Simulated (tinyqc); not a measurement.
What each parameter does: model-solid line-up of a strained alloy layer on a substrate.

All values of the alloy are linear in x but the gap, Eg(x) = (1 - x) Eg_A + x Eg_B - C x (1 - x), and the valence edge, Ev(x) = (1 - x) Ev_A + x Ev_B + fv C x (1 - x); Ec = Ev + Eg. Ev is the top of the unstrained valence band on a scale common to all materials. In the layer only the Gamma valley of the conduction band is followed, also where an X or L valley would lie lower.

Coherent growth on a (001) face: e_par = (a_s - a)/a, e_perp = -2 (C12/C11) e_par; exx = eyy = e_par, ezz = e_perp, no shear.

Strained edges: Ec + ac tr(e); the valence edges are Ev plus the levels of the 6 x 6 matrix of X, Y, Z times spin with -Dso/3 + l exx + m (eyy + ezz) on the diagonal (cyclic), n exy off it, l = av + 2 b, m = av - b, n = sqrt(3) d. Spin-orbit term (Dso/3) L.sigma on X, Y, Z with (L_k)_ij = -i epsilon_kij: <X+|H|Y+> = -i Dso/3, <X+|H|Z-> = Dso/3, <Y+|H|Z-> = -i Dso/3, <Z+|H|X-> = -Dso/3, <Z+|H|Y-> = i Dso/3, <X-|H|Y-> = i Dso/3, and their conjugates; + and - are the spin along z.

dEc = Ec(substrate) - Ec(layer), dEv = Ev(layer) - Ev(substrate); positive values confine the carrier in the layer. Type I: both of one sign; type II: opposite signs; type III: the gaps do not overlap.

Values chosen for the exercise (A near InAs, B near AlAs, substrate near InAs; not measured data): a = (6.053, 5.669) angstrom (lattice constant of A, B); Eg = (0.422, 3.092) eV (gap at Gamma to the s-like level of A, B); Dso = (0.393, 0.279) eV (spin-orbit splitting of A, B); Ev = (-0.6, -1.32) eV (top of the unstrained valence band of A, B); ac = (-5.14, -5.6) eV (conduction deformation potential of A, B); av = (1, 2.46) eV (valence hydrostatic potential of A, B); b = (-1.82, -2.31) eV (tetragonal shear potential of A, B); d = (-3.62, -3.45) eV (trigonal shear potential of A, B); C11 = (83.2, 126) GPa (of A, B); C12 = (44.7, 53.8) GPa (of A, B); C44 = (40.1, 53.5) GPa (of A, B); C = 0.759 eV (bowing of the gap); fv = 0 (share of the bowing taken by the valence edge); a_s = 6.053 angstrom (substrate); Eg_s = 0.422 eV (lowest gap of the substrate); Ev_s = -0.6 eV (substrate valence edge); face = 001 (growth face); x = 0.03 (fraction of B).

Strained gap, valence splitting and offsets.

One parameter was then changed.

Results before and after:

| case | gap (eV) | splitting (meV) | dEc (eV) | dEv (eV) |
|---|---|---|---|---|
| base | 0.4615 | 14.7 | -0.0272 | -0.0123 |
| changed | 0.4601 | 14.7 | -0.0258 | -0.0123 |

Which of these changes was made? (a) Ev_s = -0.55 eV; (b) Dso = (0.452, 0.321) eV; (c) ac = (-5.911, -6.44) eV; (d) a_s = 6.033 angstrom; (e) d = (-4.163, -3.968) eV; (f) fv = 0.2; (g) C = 0.859 eV; (h) x = 0.265.

Answer: (c) ac = (-5.911, -6.44) eV. Of the candidates, run in turn, only this one gives the changed row.

All candidates:

| case | gap (eV) | splitting (meV) | dEc (eV) | dEv (eV) |
|---|---|---|---|---|
| base | 0.4615 | 14.7 | -0.0272 | -0.0123 |
| x = 0.265 | 0.7813 | 152.9 | -0.2786 | -0.0807 |
| a_s = 6.033 angstrom | 0.4828 | 10.5 | -0.0432 | -0.0177 |
| C = 0.859 eV | 0.4586 | 14.7 | -0.0243 | -0.0123 |
| fv = 0.2 | 0.4615 | 14.7 | -0.0316 | -0.0078 |
| Ev_s = -0.55 eV | 0.4615 | 14.7 | 0.0228 | -0.0623 |
| d = (-4.163, -3.968) eV | 0.4615 | 14.7 | -0.0272 | -0.0123 |
| Dso = (0.452, 0.321) eV | 0.4615 | 14.7 | -0.0272 | -0.0123 |
| ac = (-5.911, -6.44) eV | 0.4601 | 14.7 | -0.0258 | -0.0123 |

(tinyqc, `OMP_NUM_THREADS=1 python tinyqc.py 1081187 1081188 out.jsonl`, Intel(R) Xeon(R) Processor @ 2.30GHz, 1 thread, shared host, about 0.02 s.)
